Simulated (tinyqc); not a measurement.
# Wafer bonding and layer transfer: bond energy, gap closing, particles, bonding of dissimilar wafers and hydrogen blisters, step by step

A worked calculation. Computed by tinyqc, a small Python program that keeps every step. Command: `OMP_NUM_THREADS=1 python tinyqc.py 3027708 3027709 out.jsonl bond walk`. One thread of a shared host (Intel(R) Xeon(R) Processor @ 2.30GHz), about 0.01 s of CPU time with the checks. Intermediate numbers are printed to about 6 digits and carried at full precision; extremes and crossings named in words are read from the listed rows.

gamma is the energy per area of each of the two surfaces; plates are isotropic.

Inputs (values chosen for the exercise, for model wafers): Young's modulus E1 = 149 GPa; Young's modulus E2 = 106 GPa; Poisson ratio nu = 0.21; thickness t1 = 300 micrometre; thickness t2 = 625 micrometre; blade thickness t_b = 150 micrometre; crack length L = 12.6 mm; particle radius h = 0.76 micrometre; radius of a shallow gap R = 0.0073 mm; half height of the gap h_g = 0.55 nm; expansion mismatch alpha_2 - alpha_1 = -3.9 1e-6/K; heating dT = 400 K; implant depth d = 0.73 micrometre; hydrogen dose = 3.2 1e16/cm^2; share of the dose released as H2 = 0.42; surface energy of the weakened plane gamma_s = 0.78 J/m^2; anneal temperature T = 825 K.

Pair: two different wafers.

Constants: k_B = 1.380649e-23 J/K.

## Bond energy from the blade test

Two cantilevers opened by t_b: gamma = 3 t_b^2 E1 t1^3 E2 t2^3/(16 L^4 (E1 t1^3 + E2 t2^3)).

bond energy gamma = 0.582772 J/m^2

An error of 5 % in L changes gamma by about 20 %. This is the level of partly covalent bonding.

## Does a shallow gap close?

E' = E1/(1 - nu^2), equal wafers of thickness t1 assumed. A gap of radius R closes if h_g < h_c: h_c = R^2/sqrt((2/3) E' t1^3/gamma) for R > 2 t1 (plate bending), h_c = 3.6 sqrt(R gamma/E') for R < 2 t1 (local deformation).

closable height h_c = 18.8073 nm

h_g/h_c = 0.0292440

The gap closes.

## Void around a particle

E' = E1/(1 - nu^2), equal wafers assumed. Void radius in the plate regime: R_v = [(2/3) E' t1^3/gamma]^(1/4) h^(1/2). Below h_crit = 5 sqrt(t1 gamma/E') the wafers deform locally and R_v is of the order of h (taken as h).

critical particle radius = 0.167453 micrometre

void radius = 1291.35 micrometre

The void is 1700 times the particle.

## Heating a pair with different expansion

M = E/(1 - nu), misfit e = (alpha_2 - alpha_1) dT. Curvature k = 6 M1 M2 t1 t2 (t1 + t2) e/[M1^2 t1^4 + M2^2 t2^4 + 2 M1 M2 t1 t2 (2 t1^2 + 3 t1 t2 + 2 t2^2)]; force per width F = k (M1 t1^3 + M2 t2^3)/(6 (t1 + t2)); at the interface s1 = F/t1 + M1 k t1/2, s2 = -F/t2 - M2 k t2/2; stored biaxial energy U = F^2 [1/(M1 t1) + 1/(M2 t2)] + k^2 (M1 t1^3 + M2 t2^3)/12; the pair can part when U > 2 gamma.

curvature = -2.34814 1/m

force per width = -16.0141 kN/m

stress in wafer 1 at the interface = -119.812 MPa

stress in wafer 2 at the interface = 124.081 MPa

stored energy U = 24.9820 J/m^2

largest dT for this gamma = 86.3994 K

U exceeds 2 gamma: the pair can debond; the bond strengthens on heating, so slow ramps or thinning one wafer first help. Caution: on a wafer of 100 mm the sag k R^2/2 would exceed half the thickness of the pair, beyond the small-deflection theory: the plate stiffens.

## Blistering after hydrogen implantation

A flat crack of radius r under a layer of thickness d, as a clamped plate: centre height w = 3 p r^4/(16 E' d^3), volume pi r^2 w/3, energy release G = 3 p^2 r^4/(32 E' d^3), E' = E1/(1 - nu^2). It grows when G = 2 gamma_s. The gas comes from the area pi r^2: p V = (dose x share/2) pi r^2 k_B T, and G = p w/2 = (3/2) N k_B T with N the H2 molecules per area. Share needed: G = 2 gamma_s. The pressure and height at growth are given for r = 10 d.

energy release G = 1.14815 J/m^2

share of the dose needed = 0.570658

pressure at growth = 18.8496 MPa

height at growth = 165.521 nm

The released gas does not suffice by this estimate. In this plate limit G depends on neither r nor d.

## Closable height against the size of the gap

The formulas are those given above.

Gap closing:
```
R (mm)    regime     h_c (nm)  slope h_c/R
1.00e-04   local  2.20123e+00    0.0220123
1.00e-03   local  6.96089e+00    0.0069609
1.00e-02   local  2.20123e+01    0.0022012
1.00e-01   local  6.96089e+01    0.0006961
5.00e-01   local  1.55650e+02    0.0003113
2.00e+00   plate  1.82300e+03    0.0009115
5.00e+00   plate  1.13937e+04    0.0022787
2.00e+01   plate  1.82300e+05    0.0091150
5.00e+01   plate  1.13937e+06    0.0227875
```

Roughness of 100 nm scale may be 2.2 nm in half height, waviness of radius 5 cm as much as 1100 micrometre: h_c goes as R^(1/2) when the wafer deforms locally and as R^2 when it bends. The allowed slope is least near R = 2 t1, so defects about 4 t1 wide are the hardest to close; bow matters little.

Checks made by the program: gamma against the derivative of the beam energy (relative difference below 1e-10).
